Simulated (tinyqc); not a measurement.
Frenkel-Kontorova chain: a misfit dislocation (kink) in a monolayer on a periodic substrate: one step, computed by the program tinyqc.

E = sum_j [(k/2)(x_(j+1) - x_j - b)^2 + (W/2)(1 - cos(2 pi x_j/a))], x_j = a (j + u_j). A kink takes u from 0 to 1: the chain is stretched by one period and has one atom fewer than wells.

Question. Start between two atoms. Discrete chain at f = 0, ends held at u = 0 and 1: E = (k a^2/2) sum (u_(j+1) - u_j)^2 + (W/2) sum (1 - cos 2 pi u_j), gradient g_j = k a^2 (2 u_j - u_(j-1) - u_(j+1)) + pi W sin(2 pi u_j), Hessian 2 k a^2 + 2 pi^2 W cos(2 pi u_j) on the diagonal and -k a^2 beside it. Free atoms j = -n..n-1 start from the continuum shape centred half-way, at j + 1/2.

Inputs (values chosen for the exercise, for a model overlayer): spring constant k = 6.08 eV/angstrom^2; substrate period a = 3.52 angstrom; corrugation W = 3.12 eV; atoms on each side n = 9.

kink width l0 = 3.474579

Give: u at the start; E at the start; gradient.

Answer.

u at the start: [0.0003, 0.0007, 0.0018, 0.0044, 0.0109, 0.0269, 0.0662, 0.1605, 0.3608, 0.6392, 0.8395, 0.9338, 0.9731, 0.9891, 0.9956, 0.9982, 0.9993, 0.9997]

E at the start = 13.65 eV

gradient (eV): [0.008, -0.003, -0.008, -0.019, -0.046, -0.109, -0.189, 0.316, 1.629, -1.629, -0.316, 0.189, 0.109, 0.046, 0.019, 0.008, 0.003, -0.008]

Caution: a corrugation above 1 eV is larger than real overlayers usually show; it is chosen to keep the kink narrow.
